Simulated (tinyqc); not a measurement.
Growth of a silicide layer between metal and silicon: linear-parabolic kinetics, ramp anneals and Kissinger analysis. From completion temperature T_f back to metal thickness h. Computed by tinyqc, a small Python program. Command: `OMP_NUM_THREADS=1 python tinyqc.py 3029929 3029930 out.jsonl silicide inv`. One thread of a shared host (Intel(R) Xeon(R) Processor @ 2.30GHz), about 0.1 s of CPU time with the checks.

One compound layer of thickness x grows by diffusion through itself and reaction at an interface, dx/dt = 1/(2x/K + 1/v), until the metal is used up at x = a h.

Inputs (values chosen for the exercise, modelled on Ni2Si):
```
quantity                                 value    unit
silicide formed per metal thickness a     1.47       -
prefactor of the parabolic constant K  4.8e+14  nm^2/s
activation energy E of K                  1.48      eV
prefactor of the interface velocity v  1.6e+14    nm/s
activation energy E_v                     1.63      eV
ramp rate beta                               1     C/s
```

Constants: k_B = 8.617333262e-05 eV/K.

Method:
- The silicide ends at the thickness a h.
- K = K0 exp(-E/(k_B T)), v = v0 exp(-E_v/(k_B T)).
- Temperatures in kelvin are T(C) + 273.15.
- Ramp from x = 0 at 100 C at the rate beta: dx/dT = (1/beta)/(2x/K + 1/v), integrated adaptively (tolerance 1e-9) until x = a h at T_f.

Task: A run gave the result below. Find the metal thickness h, known to lie between 25 and 56 nm.

completion temperature T_f = 332.5587 C

Result:

Each step takes the trial c = (a f_b - b f_a)/(f_b - f_a), f being the result less the target and a, b, c the logarithms of the listed values; c replaces end b, the old b replaces a if the sign of f changed, and otherwise f_a is halved.

Scan of the range:
```
metal thickness h (nm)  completion temperature T_f (C)
25.0                                           327.408
28.6                                           330.943
32.7                                           334.608
37.4                                           338.434
42.8                                           342.435
49.0                                           346.615
56.0                                           350.909
```

False position (Illinois rule, in the logarithm of the input) inside the bracket:
```
step    end a    end b    trial  completion temperature T_f (C)
1     28.6000  32.7000  30.3398                         332.541
2     32.7000  30.3398  30.3598                         332.558
3     32.7000  30.3598  30.3602                         332.559
4     30.3598  30.3602  30.3600                         332.559
```

Completion temperature T_f rises at every point of a 13-point scan of the range (every second point is shown), so one value fits; it is bracketed by 28.6 and 32.7. Answer: metal thickness h = 30.36 nm.
